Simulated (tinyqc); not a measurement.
Scale length and length offset from two DIBL values.

Inverse problem. DIBL = exp(-Le/(2 l)) + 2 exp(-Le/l) with Le = L - dL. Find l, dL and the drawn length for a DIBL of 100 mV/V.

DIBL at drawn lengths 26 and 46 nm (mV/V): [147.20287, 22.105914]

Answer. With e = exp(-Le/(2 l)), 2 e^2 + e = DIBL gives e and so Le/l at each length; Le/l is a straight line in L with slope 1/l.

l = 5.800 nm
dL = 1.300 nm
length for 100 mV/V = 29.84 nm

Program tinyqc, `OMP_NUM_THREADS=1 python tinyqc.py 2002159 2002160 out.jsonl`; Intel Xeon 2.30GHz, shared host, one thread, about 0.01 s.
